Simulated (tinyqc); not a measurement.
Bias-temperature instability from a Gaussian distribution of capture and emission barriers: one step, computed by the program tinyqc.

Each trap has a capture time tau_0 exp(E_c/(k_B T)) under stress and an emission time tau_0 exp(E_e/(k_B T)) after it. E_c is Gaussian, and E_e = E_c + d with d Gaussian and independent. A trap counts as filled once t_s exceeds its capture time and as emptied once t_r exceeds its emission time.

Problem. Recovery. Demarcation energies E_s = k_B T ln(t_s/tau_0), E_r = k_B T ln(t_r/tau_0); mean barrier mu = mu_c - k_F F; z = (E_s - mu)/sigma_c; Phi is the standard normal distribution. Temperatures in kelvin are T(C) + 273.15. Remaining shift dV = V_max int_(-infinity)^(E_s) g(E_c) [1 - Phi((E_r - E_c - delta)/sigma_d)] dE_c, g the Gaussian density of E_c (Gauss-Legendre, 120 points over 7 sigma_c below E_s).

Inputs (values chosen for the exercise, for a model p-channel transistor): shift with all traps filled V_max = 250 mV; spread of capture barriers sigma_c = 0.31 eV; mean of E_e - E_c at the stress field, delta = -0.24 eV; spread of E_e - E_c, sigma_d = 0.23 eV; time constant tau_0 = 4e-09 s; temperature T = 60 C; stress time t_s = 10 s; recovery time t_r = 0.004 s.

mean barrier mu = 1.2388 eV

shift without recovery dV0 = 5.794717 mV

Constants: k_B = 8.617333262e-05 eV/K.

Give: E_r; remaining shift dV; remaining share dV/dV0.

Solution.

E_r = 0.3966 eV

remaining shift dV = 1.766 mV

remaining share dV/dV0 = 0.3047

A measurement delay of t_r hides 70 % of the shift. Caution: part of the filled traps have an emission barrier near or below zero, which means only that they empty at once.
